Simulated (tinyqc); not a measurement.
Dispersion: Heisenberg magnet: exchange from energy differences, ordering vector, linear spin waves and ordering temperature. Computed by tinyqc, a small Python program. Command: `OMP_NUM_THREADS=1 python tinyqc.py 3017935 3017936 out.jsonl magnon walk`. One thread of a shared host (Intel(R) Xeon(R) Processor @ 2.30GHz), about 0.2 s of CPU time with the checks.

H = -sum over pairs <ij> J_ij S_i.S_j - K sum_i (S_i^z)^2, each pair once, J > 0 ferromagnetic. First neighbours: 6 at a (1, 0, 0), second: 12 at a (1, 1, 0), with all permutations and signs.

Inputs (values chosen for the exercise, for a model magnet):
```
quantity                 value      unit
exchange J1              -2.57       meV
exchange J2              -0.11       meV
spin S                     2.5         -
single-ion anisotropy K  0.015       meV
lattice constant a        5.35  angstrom
```

Lattice: simple cubic. Order: Neel (nearest neighbours antiparallel).

Method:
- g_s(q) = sum over shell s of cos(q.R), z1 = g1(0). A(q) = S [-J1 g1(0) + J2 (g2(0) - g2(q))] + (2S - 1) K, B(q) = S J1 g1(q), E(q) = sqrt(A^2 - B^2). The factor 2S - 1 removes the anisotropy for S = 1/2.
- sum R_x^2 over the shells is s1 = 2 a^2 and s2 = 8 a^2. Without K, E = c q with c = S sqrt(z1 |J1| (|J1| s1 + J2 s2)); the gap is E(0) = sqrt(k (k + 2 S z1 |J1|)), k = (2S - 1) K.
- J(q) = J1 g1(q) + J2 g2(q), g_s(q) = sum over shell s of cos(q.R).

gap = 2.15165 meV

spin-wave velocity c = 108.403 meV angstrom

Energies (meV); X = (0.5, 0, 0), M = (0.5, 0.5, 0) in 2 pi/a:
```
line  fraction of the way    E(q)  sqrt(gap^2 + c^2 q^2)
G-X                  0.10   6.665                  6.719
G-X                  0.25  15.209                 16.059
G-X                  0.50  25.791                 31.900
G-X                  0.75  30.640                 47.790
G-X                  1.00  31.705                 63.692
G-M                  0.10   9.146                  9.256
G-M                  0.25  20.917                 22.608
G-M                  0.50  32.889                 45.063
G-M                  0.75  33.889                 67.551
G-M                  1.00  31.705                 90.048
```

What does the comparison show, and why?

At the end of the G-X rows the long-wave form is 2.01 times the true energy. At the end of the G-M rows the long-wave form is 2.84 times the true energy. It holds to 5 % in 2 of the ten rows; nearer the zone boundary the cosine flattens the band.
